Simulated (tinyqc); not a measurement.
Tight binding, kagome lattice, step by step. Computed by tinyqc, a small Python program that keeps every step. Settings: t1 = 1.08, t2 = 1.08, delta = 0, bands filled = 1. Command: `OMP_NUM_THREADS=1 python tinyqc.py 28213 28214 out.jsonl` (the two numbers bound the seeds that draw the settings). One thread of a shared host (Intel(R) Xeon(R) Processor @ 2.60GHz), about 0.01 s of CPU time with the checks.

## Bloch Hamiltonian at k

Parameters chosen for this model:
```
parameter,value,unit
t1,1.080000,"eV, up triangles"
t2,1.080000,"eV, down triangles"
delta,0,eV on site C
```

k point k (fractions of the reciprocal vectors): -0.23000  -0.38000

H_AB = -t1 - t2 exp(-i k.a1), H_AC = -t1 - t2 exp(-i k.a2), H_BC = -t1 - t2 exp(i k.(a1 - a2)), H_CC = delta.

H(k) at k (eV), lower triangle (Hermitian):
```
,A,B,C
A,0.00000
B,-1.21536+1.07148i,0.00000
C,-0.29271+0.73931i,-1.71481+0.87374i,0.00000
```

## Levels at k

Diagonalise the Hermitian matrix.

eigenvalues (eV): -2.94071  0.78071  2.16000

weights |c|^2 of the basis functions:
```
,band 1,band 2,band 3
A,0.26045,0.60287,0.13668
B,0.42227,0.00443,0.57329
C,0.31728,0.39270,0.29002
```

## Bloch Hamiltonian at K

k point K (fractions of the reciprocal vectors): 0.33333  0.66667

As before.

H(k) at K (eV), lower triangle (Hermitian):
```
,A,B,C
A,0.00000
B,-0.54000-0.93531i,0.00000
C,-0.54000+0.93531i,-0.54000-0.93531i,0.00000
```

## Levels at K

As before.

eigenvalues (eV): -1.08000  -1.08000  2.16000

## Bands along a path

The same steps at evenly spaced points between the labelled ones.

Bands along the path (eV):
```
k,band 1,band 2,band 3
G,-4.32000,2.16000,2.16000
G-K 0.25,-4.03061,1.87061,2.16000
G-K 0.50,-3.24000,1.08000,2.16000
G-K 0.75,-2.16000,0,2.16000
K,-1.08000,-1.08000,2.16000
K-M 0.25,-1.52735,-0.63265,2.16000
K-M 0.50,-1.87061,-0.28939,2.16000
K-M 0.75,-2.08640,-0.07360,2.16000
M,-2.16000,0,2.16000
M-K' 0.25,-2.08640,-0.07360,2.16000
M-K' 0.50,-1.87061,-0.28939,2.16000
M-K' 0.75,-1.52735,-0.63265,2.16000
K',-1.08000,-1.08000,2.16000
```

With 1 band(s) filled, the highest filled level on these points lies at K and the lowest empty one at K: the bands touch or overlap, so there is no gap.
